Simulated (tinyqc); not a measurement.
The bottom gap that matches the currents.

Problem. Photon flux above E from a black body at temperature T into a hemisphere: Phi(E, T) = A sum_k exp(-k E/th)[E^2 th/k + 2 E th^2/k^2 + 2 th^3/k^3], k = 1, 2, ..., with th = kB T/q in eV and A = 2 pi q^3/(h^3 c^2). In a two-junction cell the top cell (gap E1) absorbs every photon above E1 and the bottom cell (gap E2) every photon between E2 and E1, one electron each; the sun fills the share fs X of the hemisphere. The currents match when Phi(E2, Ts) = 2 Phi(E1, Ts). Find E2 and the matched current q fs X Phi(E1, Ts).

Inputs (values chosen for the exercise): temperature of the black-body sun Ts = 5500 K; share of the hemisphere filled by the sun fs = 2.16e-5; concentration X = 1.

Constants: q = 1.602176634e-19 C, kB = 1.380649e-23 J/K, h = 6.62607015e-34 J s, c = 299792458 m/s. Results are converted to the units shown.

E1 = 1.7802629 eV

Solution. Phi falls steadily with energy, so the condition has one root below E1.

E2 = 1.190 eV
matched current = 20.29 mA/cm^2

Numbers from tinyqc (`OMP_NUM_THREADS=1 python tinyqc.py 2820027 2820028 out.jsonl`; about 0.01 s on one thread of a shared Intel Xeon 2.30GHz).
